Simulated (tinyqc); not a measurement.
Inside a calculation. Model: X-ray reflectivity of a thin film on silicon: critical angles, Parratt recursion, fringes and roughness. Computed by tinyqc, a small Python program that keeps every step. Command: `OMP_NUM_THREADS=1 python tinyqc.py 3120247 3120248 out.jsonl xrr walk`. One thread of a shared host (Intel(R) Xeon(R) Processor @ 2.30GHz), about 0.01 s of CPU time with the checks. Intermediate numbers are printed to about 6 digits and carried at full precision; extremes and crossings named in words are read from the listed rows.

n = 1 - delta + i beta; the classical electron radius is r_e = 2.8179403e-6 nm. Layer 0 is vacuum, 1 the film, 2 the substrate.

Inputs (values chosen for the exercise, modelled on Al2O3 on silicon, copper K-alpha radiation):

| quantity | value | unit |
|---|---|---|
| wavelength lambda | 0.15406 | nm |
| film density rho | 3.17 | g/cm^3 |
| effective electrons per unit mass, film | 0.493 | mol/g |
| beta/delta, film | 0.012 | - |
| film thickness d | 33 | nm |
| roughness of the surface sigma_1 | 0.37 | nm |
| roughness of the interface sigma_2 | 0.75 | nm |
| substrate density | 2.33 | g/cm^3 |
| effective electrons per unit mass, substrate | 0.507 | mol/g |
| beta/delta, substrate | 0.023 | - |
| grazing angle theta | 0.924 | degrees |

Constants: N_A = 6.02214076e+23 1/mol.

## Optical constants

delta = r_e lambda^2 rho_e/(2 pi), rho_e = density x electrons per mass x N_A; critical angle sqrt(2 delta), q_c = 4 sqrt(pi r_e rho_e).

Constants:

| layer | rho_e (1/nm^3) | delta | beta | critical angle (degrees) | q_c (1/nm) |
|---|---|---|---|---|---|
| film | 941.146 | 1.00182e-05 | 1.20218e-07 | 0.256467 | 0.365115 |
| substrate | 711.402 | 7.57263e-06 | 1.74170e-07 | 0.222977 | 0.317437 |

The film is denser in electrons than the substrate, and thick enough to set the edge of total reflection.

## Critical angle of the film

The formulas are those given above.

critical angle of the film = 0.256467 degrees

## Reflectivity at one angle

k_j = (2 pi/lambda) sqrt(sin^2 theta - 2 delta_j + 2 i beta_j); r_ij = (k_i - k_j)/(k_i + k_j) x exp(-2 k_i k_j sigma^2) (Nevot-Croce); r = (r_01 + r_12 p)/(1 + r_01 r_12 p), p = exp(2 i k_1 d); R = |r|^2.

k_0, k_1, k_2 (1/nm): 0.657689  0.631845+0.000316i  0.638250+0.000454i

1000 r_01 = 17.8861-0.2244i

1000 r_12 = -3.20404-0.06503i

p = -0.638181-0.742839i

reflectivity R = 4.00116e-04

q = 4 pi sin(theta)/lambda = 1.31538 1/nm

## Fringe period, contrast and decay

Far above the critical angle the period is d theta = lambda/(2 d), or 2 pi/d in q; the envelope runs between (|r_01| - |r_12 p|)^2 and (|r_01| + |r_12 p|)^2; contrast = 2 a b/(a^2 + b^2) with a = |r_01|, b = |r_12 p|; roughness factors on the amplitudes are about exp(-q^2 sigma^2/2).

period in theta = 0.133742 degrees

period in q = 0.190400 1/nm

contrast = 0.340430

roughness factor, surface = 0.888311

roughness factor, interface = 0.614698

## Thickness from the minima

Minima of R theta^4 are located on 6001 points over 7.5 periods, from 1.15 times the larger critical angle. With refraction, sin^2(theta_m) = 2 delta + m^2 (lambda/(2 d))^2, m integer or half-integer; the first six minima are used, and the first order is the one that minimises the largest residual of the least-squares line plus the distance of its intercept from 2 delta. Without refraction, d = lambda/(2 x mean step of sin theta).

Minima:

| order m | theta (degrees) | sin^2 theta |
|---|---|---|
| 2 | 0.370836 | 4.18902e-05 |
| 3 | 0.476158 | 6.90633e-05 |
| 4 | 0.593015 | 1.07120e-04 |
| 5 | 0.715891 | 1.56108e-04 |
| 6 | 0.842110 | 2.16004e-04 |
| 7 | 0.970336 | 2.86786e-04 |

d with refraction = 33.0188 nm

d without refraction = 36.8125 nm

Against d = 33 nm the errors are +0.06 % with and +11.55 % without refraction. The orders are integers, as r_01 and r_12 have opposite signs for a film denser than the substrate.

## Which roughness does what

R is averaged over one period above each angle (64 points); contrast = (max - min)/(max + min) of R theta^4 over that period. Cases: smooth; only sigma_1; only sigma_2; both.

Mean R and contrast:

| theta (degrees) | R smooth | contrast | R, sigma_1 | contrast, sigma_1 | R, sigma_2 | contrast, sigma_2 | R, both | contrast, both |
|---|---|---|---|---|---|---|---|---|
| 0.8 | 5.55427e-04 | 0.460336 | 4.60390e-04 | 0.491367 | 5.40197e-04 | 3.17326e-01 | 4.45235e-04 | 0.336044 |
| 1.2 | 1.13865e-04 | 0.459155 | 7.53608e-05 | 0.536320 | 1.09891e-04 | 2.00432e-01 | 7.12771e-05 | 0.226692 |
| 1.8 | 2.47213e-05 | 0.460152 | 1.05565e-05 | 0.699878 | 2.30269e-05 | 7.11654e-02 | 8.94200e-06 | 0.149097 |
| 2.5 | 6.66103e-06 | 0.459200 | 1.38345e-06 | 0.877533 | 6.32283e-06 | 1.22749e-02 | 1.03216e-06 | 0.096805 |
| 3.5 | 1.79629e-06 | 0.459344 | 1.53258e-07 | 0.928800 | 1.68781e-06 | 3.81769e-04 | 5.05433e-08 | 0.128969 |

At 2.5 degrees sigma_1 alone multiplies the mean R by 0.21 and sigma_2 alone by 0.95; the contrast goes from 0.46 (smooth) to 0.88 and 0.01.

Checks made by the program: smooth bare substrate far above q_c against (q_c/2q)^4 (relative difference 1e-03).
